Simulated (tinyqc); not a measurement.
Circular transfer-length structure: two steps of the calculation.

A disc contact of radius r0 and a very wide ring contact from r1 = r0 + sp outwards lie on a thin layer; the metal has no resistance and the sheet resistance under the contacts equals Rsh.

Inputs (values chosen for the exercise):
- Rsh = 3000 ohm/sq (sheet resistance of the semiconductor layer)
- rc = 3.3e-7 ohm cm^2 (specific contact resistivity)
- r0 = 1.6 um (radius of the inner contact)
- sp = 0.38 um (gap between the contacts)

Task 1. The three parts of the resistance. Transfer length Lt = sqrt(rc/Rsh). R = (Rsh/2 pi) [(Lt/r0) I0(r0/Lt)/I1(r0/Lt) + ln(r1/r0) + (Lt/r1) K0(r1/Lt)/K1(r1/Lt)] with modified Bessel functions; for r0 >> Lt both ratios tend to 1.

Wanted: Lt; I0/I1; K0/K1; inner contact; gap; outer contact; R.

Result 1.

Lt = 0.1049 um
I0/I1 = 1.035
K0/K1 = 0.9745
inner contact = 32.38 ohm
gap = 101.7 ohm
outer contact = 24.65 ohm
R = 158.8 ohm

The contacts make up 35.9 % of R.

Task 2. The large-radius form. Large radius: R = (Rsh/2 pi) [Lt (1/r0 + 1/r1) + ln(r1/r0)], and linearised for sp << r0: Rsh (sp + 2 Lt)/(2 pi r0).

Wanted: large-radius R; linearised R.

Result 2.

large-radius R = 158.3 ohm
linearised R = 176.0 ohm

Computed by the program tinyqc: `OMP_NUM_THREADS=1 python tinyqc.py 2760110 2760111 out.jsonl`, one thread of a shared Intel Xeon 2.30GHz, about 0.01 s for the whole run.
